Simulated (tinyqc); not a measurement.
Crystal field against spin-orbit coupling: six-band k.p model of the valence band of a wurtzite crystal.

At k = 0: E1 = D1c + D2c + Te + Le (pure HH); E2, E3 = Le + u +/- sqrt(u^2 + 2 D3c^2), u = (D1c - D2c + Te)/2, D1c = Dcr, D2c = D3c = Dso/3. The weight of LH in state 2 is fL = (E2 - Le)^2/((E2 - Le)^2 + 2 D3c^2). Relative strengths of transitions to the conduction band: for E perpendicular to c (TE) 1/2, fL/2, (1 - fL)/2; for E along c (TM) 0, 1 - fL, fL, with one momentum element for both directions.

Parameters, chosen for this exercise (out of a larger set: of the order of those of hexagonal CdSe; not measured data): Dso = 0.4152 eV (spin-orbit splitting).

No strain; Dcr is varied.

Results:
```
Dcr (meV)  Dcr/Dso  E1 (meV)  E2 (meV)  E3 (meV)  E1 - E2 (meV)  E1 - E3 (meV)     fL
-1107.2      -2.67    -968.8      30.0   -1275.6         -998.8          306.8  0.023
-553.6       -1.33    -415.2      51.5    -743.5         -466.7          328.3  0.065
-276.8       -0.67    -138.4      77.7    -492.9         -216.1          354.5  0.136
-138.4       -0.33       0.0     101.3    -378.1         -101.3          378.1  0.211
0.0           0.00     138.4     138.4    -276.8            0.0          415.2  0.333
138.4         0.33     276.8     195.7    -195.7           81.1          472.5  0.500
276.8         0.67     415.2     276.8    -138.4          138.4          553.6  0.667
553.6         1.33     692.0     492.9     -77.7          199.1          769.7  0.864
1107.2        2.67    1245.6    1006.8     -38.0          238.8         1283.6  0.964
```

What can be read from this table?

At Dcr = 0 the cubic pattern returns: E1 = E2, E3 lies Dso = 415.2 meV lower and fL = 0.333 (1/3). For large positive Dcr, E1 - E2 tends to 2 Dso/3 = 276.8 meV (last row 238.8) and state 2 turns LH-like; for negative Dcr state 2 rises to the top and turns CH-like (98 % in the first row). In every row the two splittings add up to Dcr + Dso and multiply to (2/3) Dcr Dso.

(tinyqc, `OMP_NUM_THREADS=1 python tinyqc.py 1080445 1080446 out.jsonl`, Intel(R) Xeon(R) Processor @ 2.30GHz, 1 thread, shared host, about 0.01 s.)
